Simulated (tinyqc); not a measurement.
# Capacitance measurement on a leaky thin oxide: effects of series resistance and leakage: two studies

The device is a capacitance C in parallel with a leakage conductance G, in series with Rs and Ls. An impedance meter reports either a parallel pair (Cp, Gp) from Y = 1/Z = Gp + i w Cp or a series pair (Cs, Rm) from Z = Rm + 1/(i w Cs); w = 2 pi f, dissipation D = Gp/(w |Cp|).

Values chosen for this exercise; values of the order met in thin-oxide MOS capacitors:
- eox = 9.02 (relative permittivity of the gate insulator (close to aluminium oxide))
- tox = 2.2 nm (insulator thickness)
- A = 10000 um^2 (gate area)
- zc = 0.58 nm (oxide-equivalent thickness added by the accumulation layer)
- zp = 0 nm (oxide-equivalent thickness added by gate depletion)
- Jg = 0.0012 A/cm^2 (gate leakage current density, not matched to the thickness)
- Vs = 0.21 V (voltage for an e-fold rise of the leakage)
- Rs = 14 ohm (series resistance)
- Ls = 0 nH (series inductance)
- f = 1e6 Hz (measuring frequency)

Constants: eps0 = 8.8541878128e-14 F/cm where lengths are in cm. Results are converted to the units shown.

Each table varies one quantity; the others keep the values above.

## Readings against frequency

EOT = 3.9 tox/eox; CET = EOT + zc + zp; C = 3.9 eps0 A/CET; G = Jg A/Vs. Z = Rs + i w Ls + 1/(G + i w C); CET read from Cp = 3.9 eps0 A/Cp; errors under 0.001 % are printed as 0.

The same in every row: C (pF) = 225.5.

Result of one run:
```
f (Hz)	Cp (pF)	Cs (pF)	D	error of Cp (%)	error of Cs (%)	CET read from Cp (nm)
3e5	225.5	225.5	0.007295	-5.14e-3	0	1.531
```

What becomes of these results when the measuring frequency f is changed from 3e5 to 3000 Hz, all else the same?

Result of the changed run:
```
f (Hz)	Cp (pF)	Cs (pF)	D	error of Cp (%)	error of Cs (%)	CET read from Cp (nm)
3000	225.5	229.6	0.1345	-1.60e-3	1.81	1.531
```

The whole series:
```
f (Hz)	Cp (pF)	Cs (pF)	D	error of Cp (%)	error of Cs (%)	CET read from Cp (nm)
1000	225.5	262.2	0.4033	-1.60e-3	16.3	1.531
3000	225.5	229.6	0.1345	-1.60e-3	1.81	1.531
10000	225.5	225.9	0.04053	-1.60e-3	0.163	1.531
30000	225.5	225.6	0.01404	-1.64e-3	0.0181	1.531
1e5	225.5	225.5	0.006017	-1.99e-3	1.63e-3	1.531
3e5	225.5	225.5	0.007295	-5.14e-3	0	1.531
1e6	225.4	225.5	0.02024	-0.0409	0	1.532
3e6	224.7	225.5	0.05965	-0.355	0	1.537
1e7	217.0	225.5	0.1984	-3.79	0	1.592
3e7	166.5	225.5	0.5951	-26.2	0	2.074
```

D goes from 0.403 through a minimum of 0.00602 (at f = 1e5 Hz among the rows listed) to 0.595; without inductance its minimum lies at f = sqrt(G (1 + G Rs)/Rs)/(2 pi C) = 1.43e5 Hz. The error of Cp goes from -0.00160 to -26.2 % and that of Cs from 16.3 to 0 %; at low frequency Cp tends to C/(1 + G Rs)^2 and Cs grows as 1 + (G/(w C))^2. One of the two readings is within 2 % of C for f = 1000, 3000, 10000, 30000, 1e5, 3e5, 1e6, 3e6, 1e7, 3e7 Hz.

## Effect of the series resistance

Same model as above.

The same in every row: C (pF) = 225.5; Cs (pF) = 225.5.

Results:
```
Rs (ohm)	Cp (pF)	D	error of Cp (%)	error of Cs (%)	CET read from Cp (nm)
1	225.5	0.001820	0	0	1.531
10	225.5	0.01457	-0.0212	0	1.532
30	225.1	0.04291	-0.184	0	1.534
100	221.1	0.1421	-1.98	0	1.562
300	190.9	0.4255	-15.3	0	1.808
1000	74.95	1.417	-66.8	0	4.607
3000	11.82	4.251	-94.8	0	29.21
```

Estimate the missing row, Rs = 3 ohm.

Computed row:
```
Rs (ohm)	Cp (pF)	D	error of Cp (%)	error of Cs (%)	CET read from Cp (nm)
3	225.5	0.004654	-2.15e-3	0	1.531
```

With this row back in the table: As Rs goes from 1 to 3000, the error of Cp goes from 0 to -94.8 %, that of Cs from 0 to 0 %, and D rises from 0.00182 to 4.25. The CET read from Cp goes from 1.53 to 29.2 nm against the true 1.53 nm. Rs does not enter the imaginary part of Z, so Cs does not depend on it. For Rs = 1000, 3000 D exceeds 1, where the accuracy of real meters degrades in proportion to sqrt(1 + D^2).

Computed by the program tinyqc: `OMP_NUM_THREADS=1 python tinyqc.py 2022101 2022102 out.jsonl`, one thread of a shared Intel Xeon 2.30GHz, about 0.01 s for the whole run.
